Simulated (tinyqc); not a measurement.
Interdiffusion of a quantum well during annealing: blurred potential and shift of the confined levels: one step, computed by the program tinyqc. Command: `OMP_NUM_THREADS=1 python tinyqc.py 3003946 3003947 out.jsonl qwi walk`. One thread of a shared host (Intel(R) Xeon(R) Processor @ 2.30GHz), about 0.06 s of CPU time with the checks.

A square well of width w is blurred by Fick diffusion with a constant coefficient; band offsets are linear in composition, masses are uniform, and strain and excitons are ignored.

Task: Levels before the anneal. Square well, ground state: take the lowest root of k tan(k w/2) = kappa, k^2 = E/c, kappa^2 = (V - E)/c, c = hbar^2/(2m) with hbar^2/(2 m_0) in eV angstrom^2.

Inputs (values chosen for the exercise, modelled on InGaAs in GaAs):
```
quantity                value  unit
well width w              3.9    nm
electron mass m_e      0.0575   m_0
hole mass m_h           0.352   m_0
conduction offset V_c     0.1    eV
valence offset V_v      0.085    eV
```

Constants: hbar^2/(2 m_0) = 3.80998212 eV angstrom^2.

Give: electron level before the anneal; hole level before the anneal.

Result:

electron level before the anneal = 66.466 meV

hole level before the anneal = 26.939 meV

Caution: the well mass is used in the barriers too; a heavier barrier mass would lower these levels.
